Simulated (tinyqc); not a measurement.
MOSFET in the linear regime without short-channel effects, parameter extraction from computed curves: two steps of the calculation.

Inversion charge Q = Cox n Vt W0(exp((Vg - VT)/(n Vt))), W0 the Lambert function and n = nf; u = Q/Cox; mobility mu = mu0/(1 + th1 u + th2 u^2); channel resistance Rch = (L - dL)/(W mu Q); Id = Vd/(Rch + Rsd/W). Cox = eps0 eox/tox. Small Vd, no channel-length or drain effects.

Parameters, values chosen for the exercise; channel values of the order met in silicon transistors:
```
symbol  value        unit                                                                 meaning
T          77           K                                                             temperature
eox       3.9              relative permittivity of the gate insulator (close to silicon dioxide)
tox       1.9          nm                                                     insulator thickness
mu0       130  cm^2/(V s)                                                      low-field mobility
th1      0.07         1/V                                       first mobility attenuation factor
th2         0       1/V^2                                      second mobility attenuation factor
VT       0.22           V                                                       threshold voltage
nf       1.43                                                                         body factor
W           1          um                                                              gate width
L        0.85          um                                                       drawn gate length
dL      0.003          um                                             drawn less effective length
Rsd       500      ohm um                                            source plus drain resistance
Vd       0.02           V                                                           drain voltage
```

Constants: q = 1.602176634e-19 C, kB = 1.380649e-23 J/K, Vt = kB T/q, eps0 = 8.8541878128e-14 F/cm where lengths are in cm. Results are converted to the units shown.

Question 1. Transfer curve. u, mu, Rch and Id as defined.

| point | Vg (V) |
|---|---|
| 0 | -0.08 |
| 1 | 0.07 |
| 2 | 0.22 |
| 3 | 0.37 |
| 4 | 0.52 |
| 5 | 0.67 |
| 6 | 0.82 |
| 7 | 0.97 |
| 8 | 1.12 |

Wanted: u; mu; Rch; Id.

Answer 1.

| point | u (V) | mu (cm^2/(V s)) | Rch (ohm) | Id (uA) |
|---|---|---|---|---|
| 0 | 1.762e-16 | 130.0 | 2.034e19 | 9.832e-16 |
| 1 | 1.293e-9 | 130.0 | 2.772e12 | 7.214e-9 |
| 2 | 0.005381 | 130.0 | 6.664e5 | 0.02999 |
| 3 | 0.1255 | 128.9 | 2.882e4 | 0.6822 |
| 4 | 0.2683 | 127.6 | 1.361e4 | 1.417 |
| 5 | 0.4142 | 126.3 | 8907 | 2.126 |
| 6 | 0.5613 | 125.1 | 6638 | 2.802 |
| 7 | 0.7091 | 123.9 | 5307 | 3.444 |
| 8 | 0.8573 | 122.6 | 4433 | 4.055 |

Question 2. The Y function. Y_i = Id_i/sqrt(gm_i). For Id = beta Vd x/(1 + th x), x = Vg - VT, Y = sqrt(beta Vd) x whatever th. Slope s from points 4 and 7; VT_Y = Vg - Y/s at point 7; beta = s^2/Vd; mobility beta L/(W Cox) with the drawn L; th* = (beta Vd x/Id - 1)/x at point 7.

| point | Vg (V) | Id (uA) |
|---|---|---|
| 0 | -0.08 | 9.8317505e-16 |
| 1 | 0.07 | 7.2142307e-9 |
| 2 | 0.22 | 0.029988369 |
| 3 | 0.37 | 0.68221150 |
| 4 | 0.52 | 1.4171225 |
| 5 | 0.67 | 2.1261563 |
| 6 | 0.82 | 2.8019287 |
| 7 | 0.97 | 3.4442516 |
| 8 | 1.12 | 4.0545292 |

| point | gm (uS) |
|---|---|
| 1 | 0.099961229 |
| 2 | 2.2740383 |
| 3 | 4.6237803 |
| 4 | 4.8131493 |
| 5 | 4.6160209 |
| 6 | 4.3936509 |
| 7 | 4.1753349 |

Find: Y; s; VT_Y; beta; mobility from Y; th*.

Answer 2.

| point | Y (uA^0.5 V^0.5) |
|---|---|
| 1 | 2.282e-8 |
| 2 | 0.01989 |
| 3 | 0.3173 |
| 4 | 0.6459 |
| 5 | 0.9896 |
| 6 | 1.337 |
| 7 | 1.686 |

s = 2.310 uA^0.5 V^-0.5
VT_Y = 0.2404 V
beta = 266.9 uA/V^2
mobility from Y = 124.8 cm^2/(V s)
th* = 0.1791 1/V

The mobility from Y is 4.3 % below mu0 L/(L - dL) = 130 cm^2/(V s), which it should reach in deep inversion when th2 = 0.

Numbers from tinyqc (`OMP_NUM_THREADS=1 python tinyqc.py 2210156 2210157 out.jsonl`; about 0.01 s on one thread of a shared Intel Xeon 2.30GHz).
